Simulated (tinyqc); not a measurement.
Short-channel transistor, virtual-source model with series resistance: effect of the temperature on the on and off currents.

The current per gate width is the charge at the top of the source barrier (the virtual source) times its velocity times a saturation function; al and be are fitting constants of the model. Units: I in uA/um, Rs in ohm um, so I Rs = 1e-6 I Rs in volts; Q in uC/cm^2, so I = 1e-4 Q vx0 Fsat with vx0 in cm/s.

Intrinsic voltages Vg' = Vgs - I Rs, Vd' = Vds - 2 I Rs. n = n0 + nd Vd', VT = VT0 - dl Vd', Ff = 1/(1 + exp((Vg' - VT + al Vt/2)/(al Vt))), Q = Cinv n Vt ln(1 + exp((Vg' - VT + al Vt Ff)/(n Vt))), Vdsat = (vx0 L/mu)(1 - Ff) + Vt Ff, Fsat = u/(1 + u^be)^(1/be) with u = Vd'/Vdsat, and I = Q vx0 Fsat per width. I is solved self-consistently. Ion is I at Vgs = Vds = 0.7 V, Ioff at Vgs = 0, Vds = 0.7 V, and Rlin = Vds/I at Vgs = 0.7 V, Vds = 0.05 V. mu, vx0, VT0, dl and n0 are held fixed.

Parameters, values chosen for the exercise:
- Cinv = 2.37 uF/cm^2 (inversion capacitance)
- vx0 = 5.28e6 cm/s (velocity at the virtual source)
- mu = 200 cm^2/(V s) (apparent mobility)
- L = 130 nm (channel length)
- VT0 = 0.46 V (threshold at zero drain voltage)
- dl = 0.184 V/V (drain-induced barrier lowering)
- n0 = 1.51 (subthreshold factor)
- nd = 0.1 1/V (growth of n with drain voltage)
- al = 3.5 (threshold shift (in units of Vt) from weak to strong inversion)
- be = 1.4 (sharpness of saturation)
- Rs = 70 ohm um (series resistance of each contact)

Constants: q = 1.602176634e-19 C, kB = 1.380649e-23 J/K, Vt = kB T/q. Results are converted to the units shown.

Effect of the temperature on the on and off currents:

| T (K) | Ion (uA/um) | Ioff (nA/um) | log10(Ion/Ioff) | Rlin (ohm um) |
|---|---|---|---|---|
| 200 | 331.1 | 1.599 | 5.316 | 1289 |
| 230 | 331.4 | 8.829 | 4.574 | 1279 |
| 260 | 332.0 | 33.00 | 4.003 | 1267 |
| 290 | 332.8 | 93.94 | 3.549 | 1253 |
| 320 | 333.8 | 219.4 | 3.182 | 1237 |
| 350 | 335.0 | 441.6 | 2.880 | 1220 |
| 380 | 336.4 | 793.4 | 2.627 | 1203 |
| 410 | 338.1 | 1304 | 2.414 | 1185 |

Read the table: what changes, and by how much?

As T goes from 200 to 410 K, Ion rises from 331 to 338 uA/um, Ioff rises from 1.60 to 1300 nA/um and Rlin falls from 1290 to 1180 ohm um. Ion changes by a factor of 1.02 and Ioff by 816. At T = 410 K the off current passes 1 uA/um, so the device is hardly off at Vgs = 0.

Numbers from tinyqc (`OMP_NUM_THREADS=1 python tinyqc.py 2380077 2380078 out.jsonl`; about 0.01 s on one thread of a shared Intel Xeon 2.30GHz).
